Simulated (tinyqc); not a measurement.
Gain spectrum: optical gain and spontaneous emission in a bulk direct-gap semiconductor.

Parabolic bands, vertical transitions, no excitons. For each hole band j: mr = me mj/(me + mj); joint density of states J_j(E) = (mr/c)^(3/2) sqrt(E - Eg)/(2 pi^2), both spins, c = hbar^2/2m0; averaged matrix element |e.p|^2 = m0 Ep/6; alpha_j(E) = 4 pi^2 alpha_f c Ep J_j/(3 nr E) in 1/angstrom (alpha_f the fine-structure constant, listed as alpha among the constants), times 1e8 for 1/cm.

F_j(eta) = (1/Gamma(j + 1)) integral_0^infinity x^j dx/(1 + exp(x - eta)), which tends to exp(eta) for eta << 0.

Quasi-Fermi levels: n = Nc F_1/2(Fc/kT) and p = Nv F_1/2(Fv/kT), Fc counted up from the conduction edge and Fv down from the valence edge; Nc, Nv from N = 2 (m kB T/(4 pi c))^(3/2) with c = hbar^2/2m0, in 1/angstrom^3; times 1e24 for 1/cm^3, with me and (mhh^(3/2) + mlh^(3/2))^(2/3).

For band j the electron sits at Ee = (E - Eg) mr/me above its edge and the hole at Eh = (E - Eg) mr/mj; fe = 1/(1 + exp((Ee - Fc)/kT)), fh = 1/(1 + exp((Eh - Fv)/kT)); gain g = sum_j alpha_j (fe + fh - 1).

Constants: hbar^2/2m0 = 3.80998211 eV angstrom^2; fine-structure constant alpha = 0.007297352564; kB = 8.617333262e-05 eV/K.

Parameters, chosen for this exercise (near those of GaN; shifted at random, so the results belong to these values and not to a real crystal):

| symbol | value | unit | meaning |
|---|---|---|---|
| Eg | 3.507 | eV | direct gap |
| me | 0.2049 | m0 | electron mass |
| mhh | 1.336 | m0 | heavy-hole mass |
| mlh | 0.3003 | m0 | light-hole mass |
| Ep | 16.7 | eV | Kane energy |
| nr | 2.64 |  | refractive index |
| T | 300 | K |  |
| n | 3.7e+18 | 1/cm^3 | injected density, n = p |

At the density n.

Spectrum:

| E - Eg (eV) | alpha, empty (1/cm) | fe, heavy | fh, heavy | g (1/cm) |
|---|---|---|---|---|
| 0.005 | 3726 | 0.700 | 0.080 | -812 |
| 0.010 | 5262 | 0.663 | 0.078 | -1331 |
| 0.020 | 7421 | 0.585 | 0.074 | -2430 |
| 0.030 | 9063 | 0.502 | 0.071 | -3675 |
| 0.045 | 11053 | 0.379 | 0.066 | -5770 |
| 0.060 | 12709 | 0.269 | 0.061 | -7990 |
| 0.080 | 14593 | 0.159 | 0.056 | -10860 |
| 0.100 | 16225 | 0.088 | 0.050 | -13414 |
| 0.130 | 18347 | 0.034 | 0.044 | -16554 |
| 0.170 | 20752 | 0.009 | 0.036 | -19718 |
| 0.220 | 23291 | 0.002 | 0.028 | -22682 |

Fc + Fv = -0.0363 eV

What does the comparison show?

No listed energy has gain; the carriers only bleach the edge. At 0.220 eV above the gap g is -0.97 times the absorption of the empty crystal, whose limit is -1.

Program tinyqc; command `OMP_NUM_THREADS=1 python tinyqc.py 1680173 1680174 out.jsonl`; about 0.07 s on one thread of a shared Intel(R) Xeon(R) Processor @ 2.30GHz.
